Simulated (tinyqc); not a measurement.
Insulator thickness and V0 from two charges.

Problem. In an undoped wire Vg - V0 = Q/Cox + Vt ln(Q/Q0) + Vt ln(1 + Q/Q0) at the source, with Q0 = 4 eps0 eps_r Vt/R and Cox = eps0 eox/(R ln(1 + tox/R)). Find Cox, tox and V0.

Inputs (values chosen for the exercise); material values close to those of silicon:
- T = 250 K (temperature)
- eps_r = 11.5 (relative permittivity of the semiconductor)
- eox = 4.08 (relative permittivity of the gate insulator)
- R = 4 nm (wire radius)

Constants: q = 1.602176634e-19 C, kB = 1.380649e-23 J/K, Vt = kB T/q, eps0 = 8.8541878128e-14 F/cm where lengths are in cm. Results are converted to the units shown.

Qs at Vg = 0.77 and 1.17 V (nC/cm^2): [419.70148, 998.05121]

Answer. The two equations are linear in 1/Cox and V0; tox follows by inverting the logarithm.

Cox = 1.574 uF/cm^2
tox = 3.100 nm
V0 = 0.4663 V

tinyqc, about 0.03 s, one thread, Intel Xeon 2.30GHz (shared host): `OMP_NUM_THREADS=1 python tinyqc.py 2460139 2460140 out.jsonl`
